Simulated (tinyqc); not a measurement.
Worked calculation: space-charge-limited current through a thin insulating or semi-insulating film with traps. Computed by tinyqc, a small Python program that keeps every step. Command: `OMP_NUM_THREADS=1 python tinyqc.py 3031844 3031845 out.jsonl sclc walk`. One thread of a shared host (Intel(R) Xeon(R) Processor @ 2.30GHz), about 0.01 s of CPU time with the checks. Intermediate numbers are printed to about 6 digits and carried at full precision; extremes and crossings named in words are read from the listed rows.

One ohmic injecting contact at x = 0 (field zero), drift only, non-degenerate free carriers.

Inputs (values chosen for the exercise, modelled on an amorphous oxide semiconductor):

| quantity | value | unit |
|---|---|---|
| permittivity eps | 10 | - |
| band mobility mu | 11 | cm^2/(V s) |
| effective density of states N_c | 5.4e+18 | 1/cm^3 |
| trap density N_t | 1.1e+19 | 1/cm^3 |
| equilibrium Fermi level below the band edge, E_0 | 0.84 | eV |
| thickness d | 53 | nm |
| free density at the anode, in units of N_c | 3.4e-06 | - |
| temperature T | 300 | K |
| characteristic temperature T_c | 700 | K |

Traps: exponential tail.

Constants: k_B = 8.617333262e-05 eV/K; e = 1.602176634e-19 C; eps_0 = 8.8541878128e-12 F/m.

## Equilibrium and landmark voltages

Free density n_0 = N_c exp(-E_0/k_B T) in equilibrium; trapped density n_t(n) = N_t (n/N_c)^(T/T_c) (the low-temperature form). theta = n/(n + n_t) at the anode density; trap-filled-limit voltage V_TFL = e (N_t - n_t(n_0)) d^2/(2 eps eps_0).

n_0 = 41784.5 1/cm^3

n_t(n_0) = 9.85505e+12 1/cm^3

theta = 3.68105e-04

V_TFL = 27.9560 V

## One point of the curve

J = e mu n F and (eps eps_0/e) dF/dx = n - n_0 + n_t(n) - n_t(n_0) = rho(n). With F = J/(e mu n): d = (eps eps_0 J/(e^2 mu)) I_1 and V = (eps eps_0 J^2/(e^3 mu^2)) I_2, I_k = int_(n_L)^infinity dn/(n^(k+1) rho(n)), n_L the density at the anode; with u = n_L/n, 200 Gauss-Legendre points in t, u = 1 - (1 - t)^2. Anode field J/(e mu n_L); Mott-Gurney current (9/8) eps eps_0 mu V^2/d^3; ohmic current e n_0 mu V/d.

I_1 = 7.64336e-31 cm^6

I_2 = 2.44921e-44 cm^9

current density J = 2.21134 A/cm^2

voltage V = 0.213094 V

anode field over mean field V/d = 1.69975

trap-free Mott-Gurney current = 3342.02 A/cm^2

ohmic current = 2.96083e-09 A/cm^2

J is 6.62e-4 times the trap-free law and 7.47e8 times the ohmic current; theta is 3.68e-4. The field ratio is 1 for ohmic flow, 3/2 for the square law and 2 for a uniform fixed charge; here 1.70. Caution: V is below 10 k_B T/e, where diffusion from the contact, left out here, dominates.

## The whole curve

The last column is d ln J/d ln V up to the next row.

Current against voltage:

| n_L (1/cm^3) | V (V) | J (A/cm^2) | slope |
|---|---|---|---|
| 4.40e+04 | 7.22213e-06 | 1.32674e-13 | 2.10752 |
| 6.80e+05 | 1.09477e-04 | 4.08364e-11 | 3.05250 |
| 1.10e+07 | 4.29544e-04 | 2.65013e-09 | 3.24914 |
| 1.60e+08 | 1.41588e-03 | 1.27756e-07 | 3.30712 |
| 2.50e+09 | 4.66433e-03 | 6.58702e-06 | 3.32525 |
| 3.90e+10 | 1.52055e-02 | 3.35153e-04 | 3.33068 |
| 6.10e+11 | 4.94809e-02 | 1.70611e-02 | 3.33171 |
| 9.40e+12 | 1.59898e-01 | 8.49572e-01 | 3.32896 |
| 1.50e+14 | 5.25178e-01 | 4.45125e+01 | 3.31382 |
| 2.30e+15 | 1.70775e+00 | 2.21590e+03 | 3.24843 |
| 3.50e+16 | 5.71462e+00 | 1.12087e+05 | 3.02752 |
| 5.40e+17 | 2.17945e+01 | 6.45111e+06 | - |

The slope starts at 2.11, peaks at 3.3 between 0.0495 and 0.160 V and ends at 3.03. Rows below 0.26 V (10 k_B T/e) are formal, since diffusion from the contact rules there. Self-heating is left out, although J V exceeds 1e5 W/cm^2 at the last row. The last rows ignore velocity saturation (mu V/d above 1e7 cm/s). Rows above 15.9 V are formal, since the mean field exceeds 3 MV/cm and breakdown sets in. An exponential tail gives the power law T_c/T + 1 = 3.33, which the middle rows approach.

Checks made by the program: trap-free limit against the Mott-Gurney law (relative difference 5e-08).
